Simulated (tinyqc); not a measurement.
Carrier lifetime of a p-type layer with SRH, radiative, Auger and surface recombination: one step of the calculation.

Uniform excess density dn = dp (no trapping), n = n0 + dn, p = p0 + dn, Boltzmann statistics, full ionisation. Surfaces enter as a rate 2 S dn/d, which holds while diffusion to them is fast.

Question. Lifetime, shares and quasi-Fermi splitting. With e = n p - ni^2 = dn (n0 + p0 + dn): U_SRH = e/(tp0 (n + n1) + tn0 (p + p1)), U_rad = B e, U_Aug = (Cn n + Cp p) e, U_s = 2 S dn/d. tau = dn/U, shares of U, splitting Vt ln(n p/ni^2), radiative efficiency U_rad/U.

Parameters, values chosen for the exercise; band and dielectric values those of a made-up semiconductor:
- T = 300 K (temperature)
- B = 1.91e-10 cm^3/s (radiative coefficient)
- Cn = 6.9e-30 cm^6/s (Auger coefficient (two electrons))
- Cp = 1.8e-30 cm^6/s (Auger coefficient (two holes))
- S = 2000 cm/s (surface recombination velocity (both faces))
- d = 3 um (sample thickness)

Constants: q = 1.602176634e-19 C, kB = 1.380649e-23 J/K, Vt = kB T/q. Results are converted to the units shown.

converged dn = 1.2042143e17 cm^-3
ni = 3.1381701e8 cm^-3
n0 = 703.43653 cm^-3
p0 = 1.4e14 cm^-3
n1 = 1.3071555e13 cm^-3
p1 = 7534.0013 cm^-3
tn0 = 1.3888889e-5 s
tp0 = 5.5555556e-6 s

Find: tau; shares; quasi-Fermi splitting.

Answer.

tau = 2.737e-8 s
shares (%): SRH 0.14, radiative 63.02, Auger 0.35, surface 36.49
quasi-Fermi splitting = 1.022 V

Radiative recombination takes the largest share. dn is 860 times the doping: high injection.

tinyqc, about 0.01 s, one thread, Intel Xeon 2.30GHz (shared host): `OMP_NUM_THREADS=1 python tinyqc.py 2300026 2300027 out.jsonl`
